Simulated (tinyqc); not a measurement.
Changing the hydrogen carrier pressure p_H: microkinetic model of low-temperature epitaxy from hydride gases: adsorption, hydrogen desorption and rate control. Computed by tinyqc, a small Python program. Command: `OMP_NUM_THREADS=1 python tinyqc.py 3022445 3022446 out.jsonl hepi sweep`. One thread of a shared host (Intel(R) Xeon(R) Processor @ 2.30GHz), about 0.03 s of CPU time with the checks.

Each hydride molecule needs two free sites and leaves four hydrogen atoms, of which two leave at once as H2; theta is the hydrogen coverage, the site density is 6.78 per nm^2 and one layer is 1.358 angstrom thick.

Inputs (values chosen for the exercise, close to those used for silane on Si(001)):
```
quantity                            value  unit
silane pressure p_S                 0.029    Pa
sticking prefactor of silane s0     0.081     -
adsorption barrier E_s               0.22    eV
desorption prefactor nu_d         6.6e+12   1/s
desorption energy on silicon E_d     1.97    eV
sticking of hydrogen s_H          2.4e-08     -
temperature T                         680     C
```

Film: silicon. Order of hydrogen desorption: first.

Constants: k_B = 8.617333262e-05 eV/K; u = 1.6605390666e-27 kg; k_B = 1.380649e-23 J/K.

Method:
- Flux per site F = p/(sqrt(2 pi M k_B T) x 6.78e18 per m^2), M = 32.12 u (silane), 2.016 u (hydrogen); s = s0 exp(-E_s/(k_B T)); k_S = s F_S = k; k_H = s_H F_H; k_d = nu_d exp(-E_d/(k_B T)).
- Temperatures in kelvin are T(C) + 273.15.
- With k the hydride and k_H the hydrogen adsorption rate on free pairs and k_d the desorption rate, steady state: 2 (k + k_H)(1 - theta)^2 = k_d theta; growth rate R = k (1 - theta)^2 layers/s; 1 layer/s = 8.148 nm/min.
- With c = 2 (k + k_H)/k_d the free share is 1 - theta = 2/(1 + sqrt(1 + 4c)).
- X_i = d ln R/d ln k_i at fixed other constants. With f = 1 - theta and a = 2/f + 1/theta: d ln f/d ln k_d = 1/(a f), so X_d = 2/(a f), X_k = 1 - X_d k/(k + k_H), X_H = -X_d k_H/(k + k_H); they sum to 1.

One run for each value:
```
hydrogen carrier pressure p_H (Pa)  growth rate G (nm/min)  hydrogen coverage theta  X_H (hydrogen adsorption)
1                                                    2.903                   0.0028                 -3.335e-06
4                                                    2.903                   0.0028                 -1.334e-05
20                                                   2.902                   0.0028                 -6.670e-05
70                                                   2.902                   0.0029                 -2.334e-04
300                                                  2.900                   0.0033                 -9.990e-04
1000                                                 2.893                   0.0045                 -3.319e-03
6000                                                 2.846                   0.0126                 -1.943e-02
20000                                                2.724                   0.0340                 -6.070e-02
100000                                               2.212                   0.1296                 -2.256e-01
```

Over the rows, growth rate G (nm/min) falls from 2.90 to 2.21; hydrogen coverage theta rises from 0.00282 to 0.130 (exponent d ln y / d ln x 0.0013 between the first rows and 0.83 between the last); X_H (hydrogen adsorption) falls from -3.34e-6 to -0.226 (exponent d ln y / d ln x 1.00 between the first rows and 0.82 between the last). At the low end the exponent of growth rate G is 0.00, close to 0: carrier hydrogen plays no part.

Caution (rows 6000, 20000, 100000): at carrier pressures near or above 1e4 Pa gas-phase transport, left out here, begins to limit.
